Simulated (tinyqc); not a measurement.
Worked calculation: Hubbard ring of 3 sites. One step of it, computed by the program tinyqc.

Problem. Mean-field iteration 2. H(up) = T + U n(down), H(down) = T + U n(up); fill the lowest levels; n(new) = n + mixing (n(out) - n); E = tr T (rho up + rho down) + U sum n_up n_down of the output.

one-body matrix (hopping and site energies) (eV), lower triangle:
```
           1          2         3
1  -0.440000
2  -0.960000  -0.620000
3  -0.960000  -0.960000  0.040000
```

U = 8.100000 eV

electrons, up and down: 2  1

mixing = 0.200000

n(up) after iteration 1: 1 0.996815, 2 0.180612, 3 0.996172

n(down) after iteration 1: 1 0.005010, 2 0.816945, 3 0.004445

Give: levels, up; levels, down; energy; n(up) after iteration 2; n(down) after iteration 2.

Solution.

levels, up (eV): -1.397  0.823  6.248

levels, down (eV): 0.553  7.169  8.864

energy = -1.463 eV

n(up) after iteration 2: 1 0.994, 2 0.151, 3 0.993

n(down) after iteration 2: 1 0.009, 2 0.845, 3 0.008
